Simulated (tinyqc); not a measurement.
Conductance against temperature: phonon transmission through an interface between two chains by Green functions. Computed by tinyqc, a small Python program. Command: `OMP_NUM_THREADS=1 python tinyqc.py 3020005 3020006 out.jsonl agf walk`. One thread of a shared host (Intel(R) Xeon(R) Processor @ 2.30GHz), about 0.01 s of CPU time with the checks.

Two semi-infinite chains (masses m_1, m_2; springs k_1, k_2), motion along the chain. The central region holds the end atom of each chain and one interlayer atom of mass m_b, joined by springs k_b. lambda = omega^2 in eV/(angstrom^2 u); nu = 15.6333042 THz x sqrt(lambda).

Inputs (values chosen for the exercise, for two model chains):
```
quantity                          value           unit
mass m_1                           16.2              u
spring k_1                         4.19  eV/angstrom^2
mass m_2                           31.4              u
spring k_2                         2.57  eV/angstrom^2
junction spring k_b                 1.6  eV/angstrom^2
interlayer mass m_b                11.3              u
probe frequency / lower band top   0.32              -
```

Atoms in the interlayer: one.

Constants: nu for 1 eV/(angstrom^2 u) = 15.6333042 THz; h x 1 THz = 4.135667696 meV; k_B = 8.617333262e-05 eV/K; k_B = 1.380649e-23 J/K; h = 6.62607015e-34 J s.

Method:
- nu_max = 15.6333042 THz x 2 sqrt(k/m); impedance Z = sqrt(k m); long-wave transmission 4 Z_1 Z_2/(Z_1 + Z_2)^2; the probe frequency is the given share of the lower band top.
- In chain i, sin(q_i a/2) = nu/nu_max,i. An outgoing wave makes the next atom move as exp(i q_i a) times the end atom, so the lead adds the self-energy Sigma_i = -k_i exp(i q_i a) to the force-constant matrix; Gamma_i = -2 Im Sigma_i = 2 k_i sin(q_i a).
- A = lambda M - K - Sigma over the central atoms, with K_ii the sum of the springs at i, K_(i,i+1) = -k_b; G = inverse of A; transmission = Gamma_1 Gamma_2 |G_(first,last)|^2.
- Landauer conductance G = k_B int tau(nu) x^2 e^x/(e^x - 1)^2 d nu, x = h nu/(k_B T), from 0 to the lower band top (240 Gauss-Legendre points in s from 0 to 1, nu = nu_top sin(pi s/2)); tau is the transmission, and its thermal mean is G over the value for tau = 1 in the same window; the quantum is g_0 = pi^2 k_B^2 T/(3 h).

band top of chain 1 = 15.9012 THz

band top of chain 2 = 8.94504 THz

Conductance:
```
T (K)  G (pW/K)  mean transmission    G/g_0  G for transmission 1 (pW/K)
1       0.94451            0.99797  0.99797                      0.94643
5        4.7048            0.99421  0.99421                       4.7322
20       17.931            0.94729  0.94729                       18.929
50       38.900            0.82640  0.82204                       47.072
100      61.124            0.73546  0.64584                       83.111
200      76.618            0.69891  0.40478                       109.63
400      82.421            0.68867  0.21771                       119.68
800      84.054            0.68605  0.11102                       122.52
```

What does the comparison show, and why?

At 1 K G/g_0 = 0.998; as T goes to 0 it tends to the long-wave transmission, where only the impedances count. Towards high T all modes count more and more alike; at 800 K G is 84.1 pW/K and the mean transmission is 0.686, which is well below the low-T value.
